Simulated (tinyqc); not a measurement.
Capacitance of parallel on-chip lines from Laplace's equation on a mesh: one step of the calculation.

Cross-section of an endless row of equal lines between two grounded planes; neighbours are driven in antiphase (+1 V and -1 V), so the plane midway between two lines is at 0 V. By symmetry one quarter is solved: x runs from the centre of a line (column 0, mirror) to that midplane (column 4, 0 V), y from the mid-height of the line (row 0, mirror) to the ground plane (row 4, 0 V). The line fills columns 0 to 1 and rows 0 to 1 at 1 V. Cells beside the line (below row 1) have e2, cells above have e1. Each link between nodes has the conductance g = mean permittivity of the two cells beside it (a cell beyond a mirror counts as 0), and the free nodes obey sum g (V_neighbour - V) = 0.

Problem. Capacitance per length. C = 4 eps0 sum g (difference of V)^2 over all links (twice the energy of the four quarters, line at 1 V). Plate estimate without fringing: eps0 [2 e1 w/hd + 2 e2 t/(s/2)], w = 2 hx, t = 2 hx, s/2 = 3 hx, hd = 3 hx.

Parameters, values chosen for the exercise: relative permittivity above and below the lines e1 = 3.9; relative permittivity between the lines e2 = 2.

Constants: eps0 = 8.8541878128e-12 F/m. Results are converted to the units shown.

converged V (V):
```
           col 0      col 1      col 2      col 3      col 4
row 0  1.0000000  1.0000000  0.5749227  0.2581519  0.0000000
row 1  1.0000000  1.0000000  0.5207694  0.2288425  0.0000000
row 2  0.5917507  0.5476501  0.3513200  0.1660944  0.0000000
row 3  0.2717025  0.2475297  0.1707662  0.0842152  0.0000000
row 4  0.0000000  0.0000000  0.0000000  0.0000000  0.0000000
```

gx:
```
       col 0  col 1  col 2  col 3
row 0      1      1      1      1
row 1   2.95   2.95   2.95   2.95
row 2    3.9    3.9    3.9    3.9
row 3    3.9    3.9    3.9    3.9
row 4   1.95   1.95   1.95   1.95
```

gy:
```
       col 0  col 1  col 2  col 3  col 4
row 0      1      2      2      2      1
row 1   1.95    3.9    3.9    3.9   1.95
row 2   1.95    3.9    3.9    3.9   1.95
row 3   1.95    3.9    3.9    3.9   1.95
```

Give: C; plate estimate.

Solution.

C = 155.80 aF/um
plate estimate = 69.653 aF/um

Computed by the program tinyqc: `OMP_NUM_THREADS=1 python tinyqc.py 2790106 2790107 out.jsonl`, one thread of a shared Intel Xeon 2.30GHz, about 0.9 s for the whole run.
